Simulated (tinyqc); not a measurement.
Inside a calculation. Model: graded p-n junction, non-linear Poisson equation by Newton steps.

tinyqc, about 0.04 s, one thread, Intel Xeon 2.30GHz (shared host): `OMP_NUM_THREADS=1 python tinyqc.py 2000095 2000096 out.jsonl` Printed values are rounded.

One dimension, p side on the left, n side on the right; net doping C = (Nd - Na)/2 + ((Nd + Na)/2) tanh(x/Lg). The potential psi is counted from the intrinsic level, and the quasi-Fermi potentials are flat: 0 for holes and -V for electrons, so n = ni exp((psi + V)/Vt) and p = ni exp(-psi/Vt) (Boltzmann statistics, full ionisation, no current).

Values chosen for this exercise; band and dielectric values close to those of gallium arsenide: temperature T = 300 K; band gap Eg = 1.42 eV; relative permittivity eps_r = 13.1; conduction-band density of states at T Nc = 4.47e17 cm^-3; valence-band density of states at T Nv = 8.99e18 cm^-3; acceptor density of the p side Na = 8.4e16 cm^-3; donor density of the n side Nd = 2.1e16 cm^-3; bias of the p side against the n side V = 0 V; grading length Lg = 220 nm.

Constants: q = 1.602176634e-19 C, kB = 1.380649e-23 J/K, Vt = kB T/q, eps0 = 8.8541878128e-14 F/cm where lengths are in cm. Results are converted to the units shown.

## Intrinsic density, end potentials and Debye lengths

ni = sqrt(Nc Nv) exp(-Eg/(2 Vt)), Eg in volts; psi_p = -Vt ln(Na/ni), psi_n = Vt ln(Nd/ni) - V; Debye length sqrt(eps0 eps_r Vt/(q N)).

ni = 2.368965e6 cm^-3
psi_p = -0.6279872 V
psi_n = 0.5921487 V
Debye length, p side = 14.92665 nm
Debye length, n side = 29.85329 nm

## Net doping on the mesh

| node | x (nm) |
|---|---|
| 0 | -1620 |
| 1 | -1280 |
| 2 | -971 |
| 3 | -704 |
| 4 | -469 |
| 5 | -262 |
| 6 | -80 |
| 7 | 80 |
| 8 | 319 |
| 9 | 678 |
| 10 | 1210 |
| 11 | 2020 |

C = (Nd - Na)/2 + ((Nd + Na)/2) tanh(x/Lg), taken at the nodes.

| node | net doping C (cm^-3) |
|---|---|
| 0 | -8.399996e16 |
| 1 | -8.399907e16 |
| 2 | -8.398460e16 |
| 3 | -8.382583e16 |
| 4 | -8.254304e16 |
| 5 | -7.512018e16 |
| 6 | -4.979168e16 |
| 7 | -1.320832e16 |
| 8 | 1.552388e16 |
| 9 | 2.077948e16 |
| 10 | 2.099825e16 |
| 11 | 2.100000e16 |

## Couplings between neighbouring nodes

a_i = eps0 eps_r/h_i for the interval from node i to i + 1, with h_i = x_(i+1) - x_i in cm.

| interval | coupling a_i (F/cm^2) |
|---|---|
| 0 | 3.411466e-8 |
| 1 | 3.753717e-8 |
| 2 | 4.344190e-8 |
| 3 | 4.935739e-8 |
| 4 | 5.603375e-8 |
| 5 | 6.373069e-8 |
| 6 | 7.249366e-8 |
| 7 | 4.853132e-8 |
| 8 | 3.230915e-8 |
| 9 | 2.180261e-8 |
| 10 | 1.431974e-8 |

## Starting potential

The parabolas of an abrupt Na-Nd junction in the depletion approximation: psi_p + q Na (x + xp)^2/(2 eps0 eps_r) for -xp < x < 0, psi_n - q Nd (xn - x)^2/(2 eps0 eps_r) for 0 < x < xn, flat outside, with W = sqrt(2 eps0 eps_r (psi_n - psi_p)(1/Na + 1/Nd)/q), xp = W Nd/(Na + Nd), xn = W Na/(Na + Nd), psi_p = -Vt ln(Na/ni), psi_n = Vt ln(Nd/ni) - V.

| node | psi at the start (V) |
|---|---|
| 0 | -0.6279872 |
| 1 | -0.6279872 |
| 2 | -0.6279872 |
| 3 | -0.6279872 |
| 4 | -0.6279872 |
| 5 | -0.6279872 |
| 6 | -0.6279872 |
| 7 | 0.1252333 |
| 8 | 0.5921487 |
| 9 | 0.5921487 |
| 10 | 0.5921487 |
| 11 | 0.5921487 |

## Iteration 1: densities, residual and Jacobian diagonal

n_i = ni exp((psi_i + V)/Vt), p_i = ni exp(-psi_i/Vt), rho_i = p_i - n_i + C_i, g_i = (n_i + p_i)/Vt. Box widths w_i = (h_(i-1) + h_i)/2 in cm. Residual F_i = a_i (psi_(i+1) - psi_i) - a_(i-1) (psi_i - psi_(i-1)) + q rho_i w_i; Jacobian: a_(i-1) and a_i beside the diagonal, b_i = -a_(i-1) - a_i - q g_i w_i on it. The two end nodes are fixed.

| node | n (cm^-3) | p (cm^-3) |
|---|---|---|
| 0 | 6.680944e-5 | 8.4e16 |
| 1 | 6.680944e-5 | 8.4e16 |
| 2 | 6.680944e-5 | 8.4e16 |
| 3 | 6.680944e-5 | 8.4e16 |
| 4 | 6.680944e-5 | 8.4e16 |
| 5 | 6.680944e-5 | 8.4e16 |
| 6 | 6.680944e-5 | 8.4e16 |
| 7 | 3.008750e8 | 18652.24 |
| 8 | 2.1e16 | 2.672378e-4 |
| 9 | 2.1e16 | 2.672378e-4 |
| 10 | 2.1e16 | 2.672378e-4 |
| 11 | 2.1e16 | 2.672378e-4 |

| node | residual F (C/cm^2) | diagonal b (F/cm^2) |
|---|---|---|
| 1 | 4.825052e-12 | -1.696479e-5 |
| 2 | 7.105467e-11 | -1.507396e-5 |
| 3 | 7.004348e-10 | -1.315960e-5 |
| 4 | 5.158814e-9 | -1.161042e-5 |
| 5 | 2.767159e-8 | -1.024523e-5 |
| 6 | 1.483250e-7 | -9.038308e-6 |
| 7 | -7.416200e-8 | -1.210250e-7 |
| 8 | -4.889344e-8 | -3.972248e-6 |
| 9 | -1.573987e-9 | -5.852179e-6 |
| 10 | -1.885279e-11 | -8.769014e-6 |

## Iteration 1: Newton step

Solve the tridiagonal system a_(i-1) d_(i-1) + b_i d_i + a_i d_(i+1) = -F_i for nodes 1 to 10, with d = 0 on fixed nodes. The full step is added.

| node | Newton step d (V) |
|---|---|
| 1 | 0.0000003 |
| 2 | 0.0000049 |
| 3 | 0.0000550 |
| 4 | 0.0004580 |
| 5 | 0.0027750 |
| 6 | 0.0115069 |
| 7 | -0.6138342 |
| 8 | -0.0198114 |
| 9 | -0.0003783 |
| 10 | -0.0000031 |

| node | psi after iteration 1 (V) |
|---|---|
| 0 | -0.6279872 |
| 1 | -0.6279869 |
| 2 | -0.6279823 |
| 3 | -0.6279322 |
| 4 | -0.6275293 |
| 5 | -0.6252122 |
| 6 | -0.6164803 |
| 7 | -0.4886009 |
| 8 | 0.5723373 |
| 9 | 0.5917704 |
| 10 | 0.5921456 |
| 11 | 0.5921487 |

## Iteration 2: densities, residual and Jacobian diagonal

As before.

| node | n (cm^-3) | p (cm^-3) |
|---|---|---|
| 0 | 6.680944e-5 | 8.4e16 |
| 1 | 6.681021e-5 | 8.399904e16 |
| 2 | 6.682204e-5 | 8.398417e16 |
| 3 | 6.695163e-5 | 8.382161e16 |
| 4 | 6.800348e-5 | 8.252509e16 |
| 5 | 7.437996e-5 | 7.545034e16 |
| 6 | 1.042665e-4 | 5.382352e16 |
| 7 | 0.01466984 | 3.825530e14 |
| 8 | 9.758930e15 | 5.750623e-4 |
| 9 | 2.069490e16 | 2.711776e-4 |
| 10 | 2.099749e16 | 2.672697e-4 |
| 11 | 2.1e16 | 2.672378e-4 |

| node | residual F (C/cm^2) | diagonal b (F/cm^2) |
|---|---|---|
| 1 | 2.847097e-17 | -1.696459e-5 |
| 2 | 6.885011e-15 | -1.507114e-5 |
| 3 | 7.628317e-13 | -1.313185e-5 |
| 4 | 4.639206e-11 | -1.140841e-5 |
| 5 | 1.455520e-9 | -9.214647e-6 |
| 6 | 1.976009e-8 | -5.840290e-6 |
| 7 | 1.222749e-9 | -1.683239e-7 |
| 8 | -2.324385e-8 | -1.889220e-6 |
| 9 | -1.597422e-11 | -5.767942e-6 |
| 10 | -1.613274e-15 | -8.767970e-6 |

## Iteration 2: Newton step

As before.

| node | Newton step d (V) |
|---|---|
| 1 | 0.00000000 |
| 2 | 0.00000000 |
| 3 | 0.00000008 |
| 4 | 0.00000496 |
| 5 | 0.00018185 |
| 6 | 0.00345045 |
| 7 | 0.00524144 |
| 8 | -0.01216998 |
| 9 | -0.00007094 |
| 10 | -0.00000018 |

| node | psi after iteration 2 (V) |
|---|---|
| 0 | -0.6279872 |
| 1 | -0.6279869 |
| 2 | -0.6279823 |
| 3 | -0.6279322 |
| 4 | -0.6275243 |
| 5 | -0.6250303 |
| 6 | -0.6130299 |
| 7 | -0.4833594 |
| 8 | 0.5601673 |
| 9 | 0.5916994 |
| 10 | 0.5921455 |
| 11 | 0.5921487 |

## Course of the Newton iteration

Stop when the largest undamped |d| is below 1e-9 V, or after 80 iterations.

Course of the iteration:

| iteration | largest \|F\| (C/cm^2) | largest \|d\| (V) | at node |
|---|---|---|---|
| 1 | 1.48e-7 | 0.614 | 7 |
| 2 | 2.32e-8 | 0.0122 | 8 |
| 3 | 4.45e-9 | 3.72e-3 | 8 |
| 4 | 2.88e-10 | 2.75e-4 | 8 |
| 5 | 1.43e-12 | 1.38e-6 | 8 |
| 6 | 3.57e-17 | 3.45e-11 | 8 |

Converged in 6 iterations. Once the step is below 0.1 Vt, 2 more iteration(s) reach the threshold: near the solution the error is roughly squared each time.

## Converged densities, field and charge

| node | converged psi (V) |
|---|---|
| 0 | -0.6279872 |
| 1 | -0.6279869 |
| 2 | -0.6279823 |
| 3 | -0.6279322 |
| 4 | -0.6275243 |
| 5 | -0.6250281 |
| 6 | -0.6127972 |
| 7 | -0.4843161 |
| 8 | 0.5561740 |
| 9 | 0.5916769 |
| 10 | 0.5921454 |
| 11 | 0.5921487 |

n and p as above; field E_i = -(psi_(i+1) - psi_i)/h_i on each interval; charge on either side of the peak Q = eps0 eps_r |E|max (Gauss).

| node | n (cm^-3) | p (cm^-3) |
|---|---|---|
| 0 | 6.680944e-5 | 8.4e16 |
| 1 | 6.681021e-5 | 8.399904e16 |
| 2 | 6.682204e-5 | 8.398417e16 |
| 3 | 6.695183e-5 | 8.382136e16 |
| 4 | 6.801655e-5 | 8.250922e16 |
| 5 | 7.491155e-5 | 7.491493e16 |
| 6 | 1.202315e-4 | 4.667655e16 |
| 7 | 0.01731435 | 3.241238e14 |
| 8 | 5.222403e15 | 0.001074600 |
| 9 | 2.062021e16 | 2.721599e-4 |
| 10 | 2.099730e16 | 2.672721e-4 |
| 11 | 2.1e16 | 2.672378e-4 |

| interval | field E (kV/cm) |
|---|---|
| 0 | -0.00001 |
| 1 | -0.00015 |
| 2 | -0.00188 |
| 3 | -0.01736 |
| 4 | -0.12059 |
| 5 | -0.67203 |
| 6 | -8.03007 |
| 7 | -43.53515 |
| 8 | -0.98894 |
| 9 | -0.00881 |
| 10 | -0.00004 |

peak |E| = 43.53515 kV/cm
charge Q = 50.49636 nC/cm^2

A mesh of more than 1000 nodes gives a peak field of 41.42 kV/cm; the 12-node value is 5.1 % above it.
